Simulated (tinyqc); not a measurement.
Worked calculation: power iteration on a symmetric matrix. One step of it, computed by the program tinyqc.

Task: Step 1. w = (A - shift) v; v' = w/|w| with its largest component positive (the first on a tie); lambda = v'^T A v'.

A, lower triangle:
```
           1         2         3         4
1   0.425000
2  -0.175000  1.644000
3   0.061000  0.005000  1.801000
4  -0.362000  0.120000  0.303000  2.070000
```

vector v at the start: 0.500000  0.500000  0.500000  0.500000

shift = -0.340000

Give: vector after step 1; Rayleigh quotient after step 1.

Result:

vector after step 1: 0.0717  0.4801  0.6230  0.6134

Rayleigh quotient after step 1 = 2.1257
